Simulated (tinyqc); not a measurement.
Gain for each load and current direction: deformation-potential model of the Delta valleys of a conduction band.

Valleys with axes along x, y and z, each a pair at +k and -k. Herring-Vogt shift of a valley with unit axis a: dE = Xd tr(e) + Xu a.e.a. Non-degenerate shares n_i = exp(-dE_i/kT)/sum_j exp(-dE_j/kT). Inverse mass tensor of a valley: (1 - a a)/mt + a a/ml; the masses are taken as independent of strain.

s11 = (C11 + C12)/((C11 - C12)(C11 + 2 C12)), s12 = -C12/((C11 - C12)(C11 + 2 C12)), s44 = 1/C44; exx = s11 sxx + s12 (syy + szz) and cyclic, exy = s44 sxy/2; tension is positive. A uniaxial stress X along the unit vector n is s_ij = X n_i n_j.

Constants: kB = 8.617333262e-05 eV/K.

Inputs chosen for the exercise (near those of Si; the results hold for these values, not for the real material):
- ml = 0.94 m0 (longitudinal mass)
- mt = 0.188 m0 (transverse mass)
- Xd = 1.15 eV (dilation potential)
- Xu = 9.6 eV (uniaxial potential)
- C11 = 173.8 GPa
- C12 = 63 GPa
- C44 = 84.2 GPa
- X1 = 0.8 GPa (size of the stress)
- T = 200 K (temperature)

Each load has the size X1. Gain m_c(0)/m_c - 1 in per cent from repopulation alone, m_c = 1/(u.M.u), M = sum_i n_i (inverse mass tensor); biaxial means sxx = syy.

Gain (%); + is tension, - compression:

| load | [100] | [010] | [001] | [110] | [1-10] | [111] |
|---|---|---|---|---|---|---|
| uniaxial [110] (+) | 24.8 | 24.8 | -49.7 | 24.8 | 24.8 | 0.0 |
| uniaxial [110] (-) | -14.8 | -14.8 | 29.5 | -14.8 | -14.8 | 0.0 |
| uniaxial [100] (+) | 35.4 | -17.7 | -17.7 | 8.8 | 8.8 | 0.0 |
| uniaxial [100] (-) | -69.0 | 34.5 | 34.5 | -17.2 | -17.2 | 0.0 |
| uniaxial [111] (+) | 0.0 | 0.0 | 0.0 | 0.0 | 0.0 | 0.0 |
| uniaxial [111] (-) | 0.0 | 0.0 | 0.0 | 0.0 | 0.0 | 0.0 |
| biaxial (001) (+) | 34.5 | 34.5 | -69.0 | 34.5 | 34.5 | 0.0 |
| biaxial (001) (-) | -17.7 | -17.7 | 35.4 | -17.7 | -17.7 | 0.0 |

What does the comparison show, and why?

The largest gain is +35.4 %, for uniaxial [100] (+) with the current along [100] and biaxial (001) (-) with the current along [001]; for a [110] channel it is +34.5 %, under biaxial (001) (+). No gain or loss appears under uniaxial [111]: the valleys stay equivalent (in real silicon shear also changes the masses, which this model leaves out).

Program tinyqc; command `OMP_NUM_THREADS=1 python tinyqc.py 1050610 1050611 out.jsonl`; about 0.02 s on one thread of a shared Intel(R) Xeon(R) Processor @ 2.30GHz.
